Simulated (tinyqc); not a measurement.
What moves the results: Boltzmann transport in a parabolic band with a power-law relaxation time. A value that a table varies takes the place of the one given here.

F_j(eta) = (1/Gamma(j + 1)) integral_0^infinity x^j dx/(1 + exp(x - eta)), which tends to exp(eta) for eta << 0.

n = N F_1/2(eta) with N = 2 (m kB T/(4 pi c))^(3/2) with c = hbar^2/2m0, in 1/angstrom^3; times 1e24 for 1/cm^3, m = md.

tau = tau0 x^r with x = E/kT. With K_j = Gamma(j + 1) F_j(eta): <tau> = tau0 (r + 3/2) K_(r+1/2)/((3/2) K_(1/2)); mu = <tau>/(mc m0/e), m0/e = 5.685630e-12 kg/C; Hall factor rH = (3/2) K_(1/2) (2r + 3/2) K_(2r+1/2)/((r + 3/2) K_(r+1/2))^2; Seebeck S = -(kB/e) [(r + 5/2) K_(r+3/2)/((r + 3/2) K_(r+1/2)) - eta]; Lorenz number L = (kB/e)^2 [(r + 7/2) K_(r+5/2)/((r + 3/2) K_(r+1/2)) - ((r + 5/2) K_(r+3/2)/((r + 3/2) K_(r+1/2)))^2]; kB/e in V/K. Valley anisotropy is left out of rH.

Constants: hbar^2/2m0 = 3.80998211 eV angstrom^2; kB = 8.617333262e-05 eV/K.

Parameters, chosen for this exercise (masses near those of Si; tau0 is set for a mobility of the usual size at this n, kL is a free input; freeze-out and phonon drag, which matter near 77 K, are left out; not measured data):

| symbol | value | unit | meaning |
|---|---|---|---|
| md | 1.053 | m0 | density-of-states mass |
| mc | 0.2568 | m0 | conductivity mass |
| tau0 | 12 | fs | tau at E = kT |
| r | 0.5 |  | exponent of tau |
| T | 300 | K |  |
| kL | 100 | W/(m K) | lattice thermal conductivity |
| ta | 63 | fs | acoustic tau at E = kT and 300 K |
| ti | 29 | fs | impurity tau at E = kT and 300 K |
| n | 4.1e+18 | 1/cm^3 | electron density |

## Doping: the thermoelectric optimum

tau0 is held fixed. sigma = e n mu with e = 1.602176634e-19 C; ZT = S^2 sigma T/(kL + L sigma T).

Results:

| n (1/cm^3) | eta | mu (cm^2/(V s)) | sigma (S/cm) | rH | S (microvolt/K) | L (1e-8) | S^2 sigma (mW/(m K^2)) | ZT |
|---|---|---|---|---|---|---|---|---|
| 3.0e+17 | -4.50 | 124 | 5.95 | 1.104 | -647 | 2.228 | 0.249 | 0.00075 |
| 8.0e+17 | -3.51 | 124 | 15.9 | 1.103 | -562 | 2.228 | 0.502 | 0.0015 |
| 3.0e+18 | -2.16 | 125 | 60.1 | 1.101 | -448 | 2.228 | 1.21 | 0.0036 |
| 8.0e+18 | -1.12 | 127 | 163 | 1.095 | -364 | 2.228 | 2.17 | 0.0065 |
| 2.0e+19 | -0.05 | 133 | 425 | 1.084 | -286 | 2.230 | 3.49 | 0.010 |
| 3.0e+19 | 0.49 | 137 | 657 | 1.076 | -253 | 2.233 | 4.19 | 0.013 |
| 7.0e+19 | 1.83 | 152 | 1.70e+03 | 1.055 | -184 | 2.249 | 5.79 | 0.017 |
| 1.0e+20 | 2.55 | 161 | 2.59e+03 | 1.044 | -158 | 2.262 | 6.43 | 0.019 |
| 3.0e+20 | 5.86 | 210 | 1.01e+04 | 1.018 | -88 | 2.336 | 7.90 | 0.022 |
| 7.0e+20 | 10.48 | 271 | 3.04e+04 | 1.007 | -53 | 2.394 | 8.38 | 0.021 |

|S| falls by 198 microvolt/K from the first to the third row (198 a decade in the non-degenerate range; holes, which count near the intrinsic density, and non-parabolicity are left out). The power factor still rises at the last row, because tau grows with the Fermi energy for this r; ZT is largest at 3e+20 1/cm^3 (eta = 5.86). mu changes by a factor 2.19 over the table and rH goes from 1.104 to 1.007. A real tau0 would fall with doping.

## The scattering mechanism

eta = -1.83576

Same eta for each exponent.

Results:

| r | mechanism | <tau>/tau0 | rH | S (microvolt/K) | L (1e-8 W ohm/K^2) |
|---|---|---|---|---|---|
| -0.5 | acoustic phonons | 0.736 | 1.168 | -337.0 | 1.513 |
| 0.0 | a constant relaxation time | 1.000 | 1.000 | -379.4 | 1.869 |
| 0.5 | polar optical or piezoelectric scattering | 1.528 | 1.100 | -421.6 | 2.228 |
| 1.5 | ionised impurities | 4.670 | 1.891 | -506.2 | 2.956 |

From r = -1/2 to 3/2 |S| grows by 169.2 microvolt/K, against 2 kB/e = 172.3 in the non-degenerate limit: scattering that favours fast electrons raises the mean energy carried. rH is 1 only for constant tau and reaches 1.891 for r = 3/2; L spans 1.513 to 2.956 against the metallic 2.443.

## Mobility against temperature (two scattering mechanisms together, and the Matthiessen rule)

Non-degenerate electrons. 1/tau(x) = x^(1/2)/tA + 1/(tI x^(3/2)), x = E/kT, with tA = ta (T/300)^(-3/2) and tI = ti (T/300)^(3/2) (the screening logarithm is held fixed). <tau> = integral x^(3/2) tau exp(-x) dx/Gamma(5/2); mu = <tau>/(mc m0/e), m0/e = 5.685630e-12 kg/C. Matthiessen: 1/mu = 1/muA + 1/muI with <tau>A = tA Gamma(2)/Gamma(5/2), <tau>I = tI Gamma(4)/Gamma(5/2).

rH = <tau^2>/<tau>^2. ta and ti are inputs of their own, not tied to tau0.

Mobilities (cm^2/(V s)):

| T (K) | acoustic | impurity | Matthiessen | exact | rH | Matthiessen/exact |
|---|---|---|---|---|---|---|
| 40 | 6.67e+03 | 43.6 | 43.4 | 42.7 | 1.873 | 1.015 |
| 60 | 3.63e+03 | 80.2 | 78.5 | 75.0 | 1.769 | 1.046 |
| 80 | 2.36e+03 | 123 | 117 | 107 | 1.639 | 1.096 |
| 120 | 1.28e+03 | 227 | 193 | 157 | 1.406 | 1.226 |
| 160 | 833 | 349 | 246 | 183 | 1.251 | 1.344 |
| 220 | 517 | 563 | 269 | 190 | 1.126 | 1.421 |
| 300 | 325 | 896 | 238 | 172 | 1.056 | 1.389 |
| 400 | 211 | 1.38e+03 | 183 | 141 | 1.031 | 1.295 |
| 550 | 131 | 2.23e+03 | 124 | 104 | 1.034 | 1.187 |

The exact mobility peaks at 220 K of those listed. The two mechanisms are equal between 160 and 220 K. The rule overestimates everywhere, most at 220 K (by 42 %), since impurities stop the slow electrons and phonons the fast ones. rH runs between 1.031 and 1.873; the pure limits are 1.178 and 1.933, and the mixture dips below both, since the opposite energy slopes of the two rates leave tau nearly constant. Optical and intervalley phonons, left out, lower real mobilities above about 150 K.

## What moves the coefficients

sigma = e n mu with e = 1.602176634e-19 C; ZT = S^2 sigma T/(kL + L sigma T). Each row changes one parameter from the base and keeps the others.

Results:

| case | mu (cm^2/(V s)) | sigma (S/cm) | S (microvolt/K) | ZT |
|---|---|---|---|---|
| base | 125.6 | 82.48 | -421.6 | 0.00440 |
| md = 1.369 m0 | 124.9 | 82.08 | -455.4 | 0.00510 |
| mc = 0.3338 m0 | 96.60 | 63.46 | -421.6 | 0.00338 |
| n = 8.2e+18 1/cm^3 | 127.4 | 167.4 | -362.2 | 0.00658 |
| tau0 = 18 fs | 188.3 | 123.7 | -421.6 | 0.00659 |
| kL = 50 W/(m K) | 125.6 | 82.48 | -421.6 | 0.00879 |
| T = 350 K | 125.2 | 82.23 | -441.5 | 0.00561 |

The largest shifts from the base row, up to three for each result and ties (the steps differ in size, so this ranks the rows, not the parameters). mu (cm^2/(V s)): tau0 +62.8, mc -29.0, n +1.87; unchanged at the printed digits by kL. sigma (S/cm): n +84.9, tau0 +41.2, mc -19.0; unchanged at the printed digits by kL. S (microvolt/K): n +59.4, md -33.8, T -19.9; unchanged at the printed digits by mc, tau0 and kL. ZT: kL +0.00439, tau0 +0.00220, n +0.00219. The row for T keeps tau0 fixed; for phonon scattering tau0 itself falls as T rises.

Computed by tinyqc, a small Python program: `OMP_NUM_THREADS=1 python tinyqc.py 1680431 1680432 out.jsonl` (the numbers bound the seed that draws the inputs); one thread of a shared host (Intel(R) Xeon(R) Processor @ 2.30GHz), about 0.01 s for the whole set of steps.
